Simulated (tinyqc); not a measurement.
Worked calculation: coupled-perturbed Hartree-Fock on RHF in the sto-3g basis, for H2, spin multiplicity 1. Computed by tinyqc, a small Python program that keeps every step (integrals from PySCF). Settings: charge = 0, multiplicity = 1, basis = sto-3g, method = RHF, energy threshold = 1e-10, iteration cap = 76, orthogonalisation = symmetric, start = Wolfsberg-Helmholz matrix, DIIS depth = 6. Command: `OMP_NUM_THREADS=1 python tinyqc.py 24153 24154 out.jsonl` (the two numbers bound the seeds that draw the settings). One thread of a shared host (Intel(R) Xeon(R) Processor @ 2.60GHz), about 0.08 s of CPU time with the checks. The early iterations of the SCF are left out here.

## One-electron integrals

Geometry (angstrom):
```
atom         x         y         z
H     0.000000  0.000000  0.000000
H     0.000000  0.000000  0.869000
```

Basis sto-3g: exponents (1/bohr^2) and contraction coefficients of normalised primitives:
```
element  l (shell)  exponent  coefficient
H            s (1)  3.425251     0.154329
H            s (1)  0.623914     0.535328
H            s (1)  0.168855     0.444635
```

Overlap, kinetic and nuclear-attraction integrals over the contracted functions; the nuclear repulsion is the sum of Za Zb / Rab.

nuclear repulsion = 0.60894961 hartree

overlap S, order 1H 1s, 2H 1s:
$$\begin{pmatrix}
1.000000 & 0.576649 \\
0.576649 & 1.000000
\end{pmatrix}$$

kinetic energy T (hartree), order 1H 1s, 2H 1s:
$$\begin{pmatrix}
0.760032 & 0.167270 \\
0.167270 & 0.760032
\end{pmatrix}$$

nuclear attraction V (hartree), order 1H 1s, 2H 1s:
$$\begin{pmatrix}
-1.804278 & -0.981882 \\
-0.981882 & -1.804278
\end{pmatrix}$$

core Hamiltonian H = T + V (hartree), order 1H 1s, 2H 1s:
$$\begin{pmatrix}
-1.044246 & -0.814612 \\
-0.814612 & -1.044246
\end{pmatrix}$$

## Two-electron integrals

Functions are numbered as in S; the eight-fold symmetry (ij|kl) = (ji|kl) = (kl|ij) leaves the list below.

Two-electron integrals (ij|kl) in chemists' order, unique and non-zero (hartree):
```
(11|11) 0.774606   (21|11) 0.373913   (21|21) 0.220103   (22|11) 0.522704
(22|21) 0.373913   (22|22) 0.774606
```

## Orthogonalisation

S = U s U^T; symmetric (Loewdin) form X = U s^(-1/2) U^T, so that X^T S X = 1.

eigenvalues of S: [0.423351, 1.576649]

X, order 1H 1s, 2H 1s:
$$\begin{pmatrix}
1.166658 & -0.370256 \\
-0.370256 & 1.166658
\end{pmatrix}$$

## Iteration 2 (converged): orbitals

converged F (hartree), order 1H 1s, 2H 1s:
$$\begin{pmatrix}
-0.299712 & -0.533816 \\
-0.533816 & -0.299712
\end{pmatrix}$$

Diagonalise F' = X^T F X, C = X C', fill 1 alpha and 1 beta electrons from the bottom; D = 2 C_occ C_occ^T. Each column has its largest component positive (the first on a tie).

F' = X^T F X (hartree):
$$\begin{pmatrix}
0.012154 & -0.540825 \\
-0.540825 & 0.012154
\end{pmatrix}$$

orbital energies (hartree): MO1 -0.528671, MO2 0.552978

coefficients C, order 1H 1s, 2H 1s:
$$\begin{pmatrix}
0.563141 & 1.086763 \\
0.563141 & -1.086763
\end{pmatrix}$$

D after iteration 2, order 1H 1s, 2H 1s:
$$\begin{pmatrix}
0.634257 & 0.634257 \\
0.634257 & 0.634257
\end{pmatrix}$$

## Convergence

Stop when the energy changes by less than 1e-10 hartree and every element of the error matrix X^T (F D S - S D F) X is below 3e-06.

Course of the cycle:
```
iteration  E (hartree)    change  largest element of the error matrix
1          -1.09871467         -                             2.87e-16
2          -1.09871467  0.000000                             2.87e-16
```

PySCF RHF in the same basis = -1.09871467 hartree

Converged in 2 iterations.

## Integrals over molecular orbitals

(pq|rs) = sum C_ip C_jq C_kr C_ls (ij|kl), one index at a time.

one-electron integrals over orbitals h = C^T H C (hartree):
$$\begin{pmatrix}
-1.178993 & 0.000000 \\
0.000000 & -0.542421
\end{pmatrix}$$

Two-electron integrals over orbitals (pq|rs), unique and non-zero (hartree):
```
(11|11) 0.650322   (21|21) 0.188697   (22|11) 0.642048   (22|22) 0.674750
```

## Response to a field: uncoupled start

dipole integrals <a|z|i> (bohr), order a2:
$$\begin{pmatrix}
-1.005011
\end{pmatrix}$$

Field along z; U_ai = -mu_ai / (e_a - e_i), alpha = -4 sum U_ai mu_ai.

uncoupled U, order a2:
$$\begin{pmatrix}
0.929147
\end{pmatrix}$$

uncoupled polarisability = 3.735210 bohr^3

## Coupled step 1

U_ai = -(mu_ai + sum_bj [4 (ai|bj) - (ab|ij) - (aj|bi)] U_bj) / (e_a - e_i); alpha = -4 sum U_ai mu_ai.

U after step 1, order a2:
$$\begin{pmatrix}
0.994394
\end{pmatrix}$$

polarisability = 3.997509 bohr^3

## Coupled step 2

As before.

U after step 2, order a2:
$$\begin{pmatrix}
0.998976
\end{pmatrix}$$

polarisability = 4.015929 bohr^3

## Coupled polarisability

Repeat until U stops changing; compare with -d2E/dF2.

Course of the coupled iterations:
```
step  alpha (bohr^3)
0           3.735210
1           3.997509
2           4.015929
3           4.017222
4           4.017313
5           4.017320
6           4.017320
7           4.017320
```

coupled polarisability = 4.017320 bohr^3

finite-field check, fields of +/-0.001 au = 4.017318 bohr^3
